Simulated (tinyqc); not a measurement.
From results back to parameters: localisation in a chain with random site energies (transfer matrices). Five cases, with inputs chosen for the exercise.

Problem. In the localised range mean ln T = c - 2N/xi, xi being the localisation length in sites, and site energies spread evenly over a width W give xi = 24 (4t^2 - E^2)/W^2 for weak disorder. The two means come from a hidden xi.

Case 1.

Values chosen: t = 1.93 eV (hopping); E = -2.36 eV (energy); N1 = 61 (first length); N2 = 264 (second length).

mean ln T: N1 -19.57250, N2 -83.01000

Case 2.

Values chosen: t = 1.83 eV (hopping); E = -2.03 eV (energy); N1 = 60 (first length); N2 = 208 (second length).

mean ln T: N1 -4.05854, N2 -13.08293

Case 3.

Values chosen: t = 1.92 eV (hopping); E = -0.78 eV (energy); N1 = 60 (first length); N2 = 147 (second length).

mean ln T: N1 -16.47836, N2 -40.31397

Case 4.

Values chosen: t = 0.69 eV (hopping); E = -1 eV (energy); N1 = 72 (first length); N2 = 207 (second length).

mean ln T: N1 -8.52989, N2 -23.69843

Case 5.

Values chosen: t = 1.4 eV (hopping); E = -1.33 eV (energy); N1 = 76 (first length); N2 = 153 (second length).

mean ln T: N1 -10.06359, N2 -19.93538

Find: xi; W.

Solution. The slope gives xi = 2 (N2 - N1)/(difference of the means), and W = sqrt(24 (4t^2 - E^2)/xi).

Case 1.

xi = 6.4 sites
W = 5.92 eV

Case 2.

xi = 32.8 sites
W = 2.61 eV

Case 3.

xi = 7.3 sites
W = 6.82 eV

Case 4.

xi = 17.8 sites
W = 1.10 eV

Case 5.

xi = 15.6 sites
W = 3.06 eV

Computed by tinyqc, one run a case: `OMP_NUM_THREADS=1 python tinyqc.py N N+1 out.jsonl` with N = 1451482, 1451617, 1451666, 1451670, 1451759; one thread of a shared Intel(R) Xeon(R) Processor @ 2.30GHz, about 0.08 s a run at most.
